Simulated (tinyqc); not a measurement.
Leakage against temperature: trap-assisted generation and recombination current of an abrupt junction. Computed by tinyqc, a small Python program. Command: `OMP_NUM_THREADS=1 python tinyqc.py 3014591 3014592 out.jsonl junctionleak walk`. One thread of a shared host (Intel(R) Xeon(R) Processor @ 2.30GHz), about 0.01 s of CPU time with the checks.

Depletion approximation, flat quasi-Fermi levels across the depleted layer, long neutral regions with minority lifetimes tau_n and tau_p, full ionisation and Boltzmann statistics. Voltages in exponents stand for e V.

Inputs (values chosen for the exercise, with bands and screening modelled on InP):
```
quantity                              value    unit
gap E_g                                1.38      eV
electron mass m_e                    0.0814     m_0
valleys M_c                               1       -
hole mass m_h                         0.594     m_0
dielectric constant eps                12.3       -
acceptor density N_A                5.7e+16   cm^-3
donor density N_D                   4.5e+17   cm^-3
capture time tau_n                  8.7e-08       s
capture time tau_p                  1.1e-08       s
trap level E_t - E_i                    0.2      eV
electron diffusion coefficient D_n      6.5  cm^2/s
hole diffusion coefficient D_p          5.7  cm^2/s
reverse bias V_r                        6.7       V
temperature T                           300       K
tunnelling mass m_t                    0.17     m_0
```

Field enhancement: Hurkx tunnelling factor.

Constants: k_B = 8.617333262e-05 eV/K; m_0 = 9.1093837015e-31 kg; k_B = 1.380649e-23 J/K; h = 6.62607015e-34 J s; e = 1.602176634e-19 C; eps_0 = 8.8541878128e-12 F/m; hbar = 1.054571817e-34 J s.

Method:
- N_c = 2 M_c (2 pi m_e k_B T/h^2)^(3/2) and N_v = 2 (2 pi m_h k_B T/h^2)^(3/2), masses in units of m_0.
- n_i = sqrt(N_c N_v) exp(-E_g/2 k_B T); V_bi = (k_B T/e) ln(N_A N_D/n_i^2); diffusion saturation current J_d0 = e n_i^2 [sqrt(D_n/tau_n)/N_A + sqrt(D_p/tau_p)/N_D].
- W = sqrt(2 eps eps_0 (V_bi - V)(1/N_A + 1/N_D)/e), x_p = W N_D/(N_A + N_D), x_n = W - x_p, peak field F_m = 2 (V_bi - V)/W; reverse bias means V = -V_r.
- Both capture times are divided by 1 + Gamma, Gamma = 2 sqrt(3 pi) (F/F_G) exp((F/F_G)^2), F_G = sqrt(24 m_t (k_B T)^3)/(e hbar) (the low-field Hurkx form), F being the local field, linear in x from 0 at the edges to F_m.
- Potential from the p edge: phi = (V_bi - V) x^2/(x_p W) on the p side and (V_bi - V)[1 - (W - x)^2/(x_n W)] on the n side; p = N_A exp(-phi/k_B T), n = n_i^2 exp(V/k_B T)/p; U = (n p - n_i^2)/[tau_p (n + n_i exp(dE/k_B T)) + tau_n (p + n_i exp(-dE/k_B T))], dE = E_t - E_i, n1 = n_i exp(dE/k_B T), p1 = n_i exp(-dE/k_B T); J_t = e int U dx by the trapezoid rule on 400 intervals on each side.
- The gap, capture times and diffusion coefficients are held fixed. J_g = -J_t at V = -V_r. The last column is -k_B d ln(J_g + J_d0)/d(1/T) from this row and the one above.

peak field F_m = 343707 V/cm

Reverse current:
```
T (K)  generation (A/cm^2)  diffusion (A/cm^2)  activation energy (eV)
240             5.5350e-15          1.1664e-24                       -
270             4.0575e-13          2.7553e-21                 0.79938
300             1.4108e-11          1.4234e-18                 0.82569
340             6.6326e-10          1.1062e-15                 0.84610
380             1.4705e-08          2.1976e-13                 0.86252
420             1.8708e-07          1.6422e-11                 0.87450
480             3.9866e-06          2.8795e-09                 0.88595
```

What follows from these numbers?

The activation energy goes from 0.799 to 0.886 eV. Generation alone gives about E_g/2 + dE if tau_p exp(dE/k_B T) exceeds tau_n exp(-dE/k_B T), else E_g/2 - dE, here 0.890 eV, plus 1.5 k_B T, less where tunnelling helps, and diffusion E_g = 1.38 eV plus 3 k_B T; generation rules in every row. Caution: one side is doped near or above its effective density of states, so Boltzmann statistics understate V_bi.

Extremes, crossings and ranges named in words are read from the listed rows.
